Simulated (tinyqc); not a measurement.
Inputs raised by 5 %, one at a time: atomic layer deposition: Langmuir saturation, growth per cycle and coating of deep features. Computed by tinyqc, a small Python program. Command: `OMP_NUM_THREADS=1 python tinyqc.py 3016446 3016447 out.jsonl ald sens`. One thread of a shared host (Intel(R) Xeon(R) Processor @ 2.30GHz), about 0.06 s of CPU time with the checks.

Precursor A sticks only on free sites, so a long enough pulse saturates; co-reactant B then frees the sites again.

Inputs (values chosen for the exercise, modelled on titanium nitride from the chloride and ammonia):

| quantity | value | unit |
|---|---|---|
| precursor mass M | 190 | u |
| site density q | 1.9 | 1/nm^2 |
| growth per cycle at saturation G | 0.36 | angstrom |
| sticking probability beta on free sites | 0.0045 | - |
| precursor pressure p | 2.7 | Pa |
| temperature T | 275 | C |
| pulse time t | 0.087 | s |
| co-reactant completion per pulse c_B | 0.95 | - |
| desorption energy E_d | 1.77 | eV |
| purge time t_p | 2.4 | s |
| aspect ratio a | 9.9 | - |

Feature: long trench.

Constants: u = 1.6605390666e-27 kg; k_B = 1.380649e-23 J/K; k_B = 8.617333262e-05 eV/K.

Method:
- Wall flux F = p/sqrt(2 pi M k_B T); rate of filling k_a = beta F/q; desorption k_d = 1e13 exp(-E_d/(k_B T)) per second. 1/m^2 = 1e-18/nm^2.
- Temperatures in kelvin are T(C) + 273.15.
- One cycle from coverage th0: pulse A gives th1 = th_s + (th0 - th_s) exp(-(k_a + k_d) t), th_s = k_a/(k_a + k_d); the purge leaves th2 = th1 exp(-k_d t_p); pulse B converts c_B th2 into film and leaves th3 = (1 - c_B) th2. Growth = G c_B th2.
- The periodic state has th0 = th3: th0 = (1 - c_B) e_p th_s (1 - e_a)/(1 - (1 - c_B) e_p e_a), with e_a = exp(-(k_a + k_d) t), e_p = exp(-k_d t_p).
- Share of impinging molecules used = q (th1 - th0)/(F t).
- Diffusion-limited filling (Gordon) of a long trench of width w, hydraulic diameter 2w, so that a is replaced by a/2 in the hole formula: t = (q/F)(1 + 19a/8 + 3a^2/8). Reaction-limited filling needs ln(100)/k_a at any depth, k_a = beta F/q. Flow is molecular. The front picture holds when the modulus (a/2) sqrt(beta) is well above 1.
- Depth reached by the given pulse: solve the same formula for a. Exposure = p x diffusion-limited time; 1 langmuir = 1.33322e-4 Pa s.

Runs:

| input moved | from | to | growth per cycle (angstrom) | diffusion-limited time (s) | aspect ratio reached by the front in time t | time to 99 % without desorption, ln(100)/k_a (s) |
|---|---|---|---|---|---|---|
| base run | - | - | 0.33810 | 0.0052807 | 48.785 | 0.088208 |
| site density q (1/nm^2) | 1.9 | 1.995 | 0.33727 | 0.0055448 | 47.537 | 0.092618 |
| sticking probability beta on free sites | 0.0045 | 0.004725 | 0.33880 | 0.0052807 | 48.785 | 0.084007 |
| pulse time t (s) | 0.087 | 0.09135 | 0.33880 | 0.0052807 | 50.065 | 0.088208 |
| aspect ratio a | 9.9 | 10.395 | 0.33810 | 0.0057068 | 48.785 | 0.088208 |
| precursor mass M (u) | 190 | 199.5 | 0.33770 | 0.0054111 | 48.157 | 0.090386 |
| purge time t_p (s) | 2.4 | 2.52 | 0.33808 | 0.0052807 | 48.785 | 0.088208 |
| growth per cycle at saturation G (angstrom) | 0.36 | 0.378 | 0.35501 | 0.0052807 | 48.785 | 0.088208 |

Exponents ln(y'/y) / ln(x'/x):

| input | growth per cycle | diffusion-limited time | aspect ratio reached by the front in time t | time to 99 % without desorption, ln(100)/k_a |
|---|---|---|---|---|
| site density q | -0.051 | 1.00 | -0.531 | 1.0 |
| sticking probability beta on free sites | 0.043 | 0.00 | 0.000 | -1.0 |
| pulse time t | 0.043 | 0.00 | 0.531 | 0.0 |
| aspect ratio a | 0.000 | 1.59 | 0.000 | 0.0 |
| precursor mass M | -0.024 | 0.50 | -0.266 | 0.5 |
| purge time t_p | -0.001 | 0.00 | 0.000 | 0.0 |
| growth per cycle at saturation G | 1.000 | 0.00 | 0.000 | 0.0 |

Among the inputs moved here: growth per cycle answers most in size to growth per cycle at saturation G (exponent +1.000), next to site density q (-0.051); its exponent is below 0.0005 for aspect ratio a. Diffusion-limited time answers most in size to aspect ratio a (exponent +1.590), next to site density q (+1.000); its exponent is below 0.0005 for sticking probability beta on free sites, pulse time t, purge time t_p, growth per cycle at saturation G. Its exponent 0.000 in sticking probability beta on free sites: a diffusion-limited front does not depend on the sticking probability. Its exponent +0.500 in precursor mass M: heavier molecules are slower. Aspect ratio reached by the front in time t answers most in size to site density q (exponent -0.531), and about equally to pulse time t (+0.531); its exponent is below 0.0005 for sticking probability beta on free sites, aspect ratio a, purge time t_p, growth per cycle at saturation G. Its exponent +0.531 in pulse time t: the front moves as sqrt(t). Time to 99 % without desorption, ln(100)/k_a answers most in size to site density q (exponent +1.000), and about equally to sticking probability beta on free sites (-1.000); its exponent is below 0.0005 for pulse time t, aspect ratio a, purge time t_p, growth per cycle at saturation G. Its exponent -1.000 in sticking probability beta on free sites: reaction-limited filling.

Caution (all rows): the modulus is not well above 1 or the Gordon time is under three times ln(100)/k_a, so there is no sharp front: the Gordon time is only a lower bound and the reaction time must be met as well. Caution (rows base run, site density q, aspect ratio a, precursor mass M, purge time t_p, growth per cycle at saturation G): the pulse is shorter than ln(100)/k_a, so even the open surface is not saturated and the depth reached has no meaning. Caution (all rows): the depth reached is formal here: it is under 4/sqrt(beta), so no sharp front has formed.
